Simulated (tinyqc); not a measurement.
## Electron continuity equation in a given potential, Scharfetter-Gummel discretisation: three discretisations compared

Steady state in one dimension: J = q mu n E + q D dn/dx with E = -dpsi/dx and D = mu Vt, dJ/dx = q (n/tau - G), fixed densities nL and nR at the ends. The potential is given, psi = 0 for x < L/2 and U (2 x/L - 1) beyond, and is not changed by the electrons.

11 equal intervals. Fluxes J_i = (q D/h)(n_(i+1) P_i - n_i Q_i), d_i = (psi_(i+1) - psi_i)/Vt: Scharfetter-Gummel P = B(d), Q = B(-d), B(d) = d/(exp(d) - 1); central P = 1 - d/2, Q = 1 + d/2; upwind P = 1 + max(-d, 0), Q = 1 + max(d, 0). Balance at each inner node: J_i - J_(i-1) = q h (n_i/tau - G). The reference is Scharfetter-Gummel on 2200 intervals.

Values chosen for this exercise; mobility close to that of silicon at room temperature:
- T = 293 K (temperature)
- mu = 1370 cm^2/(V s) (electron mobility)
- L = 1.2 um (length of the region)
- nL = 1.9e13 cm^-3 (density at x = 0)
- nR = 9.9e13 cm^-3 (density at x = L)
- tau = 2.3e-11 s (lifetime)
- G = 0 cm^-3 s^-1 (uniform generation rate)
- U = 0.94 V (potential difference psi(L) - psi(0))

Constants: q = 1.602176634e-19 C, kB = 1.380649e-23 J/K, Vt = kB T/q. Results are converted to the units shown.

Densities (cm^-3):
```
node	Scharfetter-Gummel	central	upwind	reference
0	1.9000e13	1.9000e13	1.9000e13	1.9000e13
1	1.2676e13	1.2794e13	1.2670e13	1.2712e13
2	8.2482e12	8.5009e12	8.2354e12	8.3503e12
3	5.0542e12	5.4798e12	5.0326e12	5.2529e12
4	2.6162e12	3.2784e12	2.5826e12	2.9511e12
5	5.6951e11	1.5673e12	5.1895e11	1.0962e12
6	2.8350e11	-3.9626e12	2.8931e11	2.4444e11
7	2.7737e11	8.1540e12	3.0485e11	2.3911e11
8	2.7137e11	-1.4637e13	4.7123e11	2.3390e11
9	2.6563e11	2.8188e13	1.8343e12	2.2893e11
10	3.7076e11	-5.2324e13	1.2698e13	3.3483e11
11	9.9000e13	9.9000e13	9.9000e13	9.9000e13
```

What does the table show?

Largest errors as a share of the largest reference density listed: Scharfetter-Gummel 0.53 %, central 53 %, upwind 12 %. The largest |d| is 6.77. Central differences give 3 negative value(s), since P or Q changes sign once |d| exceeds 2. Upwinding stays positive but acts as if D were larger by the factor 1 + |d|/2, up to 4.38 here.

Range of the model: The drift velocity mu E exceeds 1e7 cm/s somewhere, where real mobilities no longer stay constant.

Numbers from tinyqc (`OMP_NUM_THREADS=1 python tinyqc.py 2220038 2220039 out.jsonl`; about 0.01 s on one thread of a shared Intel Xeon 2.30GHz).
